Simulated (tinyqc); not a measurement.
## The weight eta from points of equal mobility

Question. If the mobility depends on E = q (Ndep + eta Ns)/(eps0 eps_r) alone, two points of equal mobility on its falling branch have equal E. Find eta and E.

Values chosen for this exercise:
```
symbol  value  unit                                     meaning
eps_r    11.8        relative permittivity of the semiconductor
```

Constants: q = 1.602176634e-19 C, eps0 = 8.8541878128e-14 F/cm where lengths are in cm. Results are converted to the units shown.

Ndep at two body biases (cm^-2): [4.1577008e12, 6.6839407e12]
Ns at which the mobility is the same (cm^-2): [2.6e13, 1.8569883e13]

Answer. eta is the ratio of the differences of Ndep and Ns.

eta = 0.3400
E = 1.993 MV/cm

Computed by the program tinyqc: `OMP_NUM_THREADS=1 python tinyqc.py 2510051 2510052 out.jsonl`, one thread of a shared Intel Xeon 2.30GHz, about 0.01 s for the whole run.
